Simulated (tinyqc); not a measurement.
Worked calculation: type-II superlattice in the two-band Kane model. Values are carried at full precision from step to step, so a last printed digit may differ when a step is redone from the rounded ones.

Motion along the axis, period d = a + b, c = hbar^2/2m0. Conduction and light-hole bands couple: (E - Ec)(E - Ev) = Ep c k^2 in each layer, with mass m(E) = (E - Ev)/Ep, which may be negative. The conduction envelope psi and psi'/m(E) are continuous; a layer carries them by [[cos kt, (m/k) sin kt], [-(k/m) sin kt, cos kt]] (cosh and sinh for k^2 < 0), and cos(q d) = tr(M_B M_A)/2. C1 is the first miniband above EvB, with its bottom at tr/2 = +1 and its top at -1; the gap is the bottom of C1 less the top heavy-hole level HH1.

Constants: hbar^2/2m0 = 3.80998211 eV angstrom^2; hc = 1239.841984 eV nm.

Inputs chosen for the exercise (near those of an InAs/GaSb superlattice; the results hold for these values, not for the real material): a = 24 angstrom (layer A); b = 58 angstrom (layer B); EcA = 0 eV (conduction edge of A); EvA = -0.425 eV (valence edge of A); EcB = 0.935 eV (conduction edge of B); EvB = 0.13 eV (valence edge of B); EpA = 14.1 eV (coupling energy in A); EpB = 17.7 eV (coupling energy in B); E = 0.473 eV (trial energy); mhA = 0.34 m0 (heavy hole in A); mhB = 0.28 m0 (heavy hole in B).

## Wave numbers and masses at one energy

Give k^2 and m(E) in both layers.

Layers:

| layer | k^2 (1/angstrom^2) | m(E) (m0) |
|---|---|---|
| A | 0.0079067 | 0.06369 |
| B | -0.0023498 | 0.01938 |

In B the decay constant is 0.0485 1/angstrom; across the gap of B it peaks at mid-gap, at 0.0490, and vanishes at both edges.

## Transfer matrices

Form M_A, M_B and half the trace of their product.

M_A (angstrom units):
```
          1         2
1  -0.53396   0.60559
2   -1.1805  -0.53396
```

M_B (angstrom units):
```
        1       2
1  8.3480  3.3132
2  20.732  8.3480
```

tr/2 = -0.1355

E lies in a miniband.

## Edges and effective gap

Heavy holes are uncoupled: with e = EvB - E, p = sqrt(mhB e/c), w = sqrt(mhA (EvB - EvA - e)/c), the top level HH1 at q = 0 solves (p/mhB) tan(p b/2) = (w/mhA) tanh(w a/2).

C1 is the first miniband above EvB: bottom at tr/2 = +1, top at -1. The gap is its bottom less HH1; cut-off wavelength hc/gap.

bottom of C1 = 0.4538 eV
top of C1 = 0.4878 eV
HH1 = 0.1019 eV
gap = 0.3520 eV
cut-off = 3.52 micrometre

The bulk edges overlap by 130 meV; confinement lifts the electrons by 454 meV and lowers the holes by 28 meV, which opens the gap. It is 0.83 of the smaller bulk gap.

## Electron mass along the axis

m_z = -2 c f'/d^2 with f = tr/2 differentiated at the bottom of C1 (central difference of 1e-6 eV); compare the bulk edge mass (EcA - EvA)/EpA.

f' = -59.32 1/eV
m_z = 0.0672 m0
bulk edge mass of A = 0.0301 m0

## Checks

- Bottom of C1 from the two-band matrix on a staggered grid of 0.5 angstrom against the transfer matrix, eV: both 0.454.

Program tinyqc; command `OMP_NUM_THREADS=1 python tinyqc.py 1251678 1251679 out.jsonl`; about 0.05 s on one thread of a shared Intel(R) Xeon(R) Processor @ 2.30GHz.
